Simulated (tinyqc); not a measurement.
Short-channel transistor, virtual-source model with series resistance: one step of the calculation.

The current per gate width is the charge at the top of the source barrier (the virtual source) times its velocity times a saturation function; al and be are fitting constants of the model. Units: I in uA/um, Rs in ohm um, so I Rs = 1e-6 I Rs in volts; Q in uC/cm^2, so I = 1e-4 Q vx0 Fsat with vx0 in cm/s.

Problem. What the series resistance costs. Intrinsic voltages Vg' = Vgs - I Rs, Vd' = Vds - 2 I Rs. n = n0 + nd Vd', VT = VT0 - dl Vd', Ff = 1/(1 + exp((Vg' - VT + al Vt/2)/(al Vt))), Q = Cinv n Vt ln(1 + exp((Vg' - VT + al Vt Ff)/(n Vt))), Vdsat = (vx0 L/mu)(1 - Ff) + Vt Ff, Fsat = u/(1 + u^be)^(1/be) with u = Vd'/Vdsat, and I = Q vx0 Fsat per width. I0 is the current for Rs = 0. Effective velocity I/Q; transit time L Q/I.

Inputs (values chosen for the exercise): temperature T = 325 K; inversion capacitance Cinv = 3.25 uF/cm^2; velocity at the virtual source vx0 = 1.33e7 cm/s; apparent mobility mu = 190 cm^2/(V s); channel length L = 65 nm; threshold at zero drain voltage VT0 = 0.36 V; drain-induced barrier lowering dl = 0.087 V/V; subthreshold factor n0 = 1.09; growth of n with drain voltage nd = 0 1/V; threshold shift (in units of Vt) from weak to strong inversion al = 3.5; sharpness of saturation be = 1.6; series resistance of each contact Rs = 50 ohm um; gate voltage Vgs = 0.38 V; drain voltage Vds = 0.3 V.

Constants: q = 1.602176634e-19 C, kB = 1.380649e-23 J/K, Vt = kB T/q. Results are converted to the units shown.

converged I = 176.53133 uA/um
I0 = 199.45580 uA/um

Wanted: loss against I0; effective velocity; transit time.

Solution.

loss against I0 = 11.49 %
effective velocity = 7.959e6 cm/s
transit time = 0.8166 ps

tinyqc, about 0.01 s, one thread, Intel Xeon 2.30GHz (shared host): `OMP_NUM_THREADS=1 python tinyqc.py 2380114 2380115 out.jsonl`
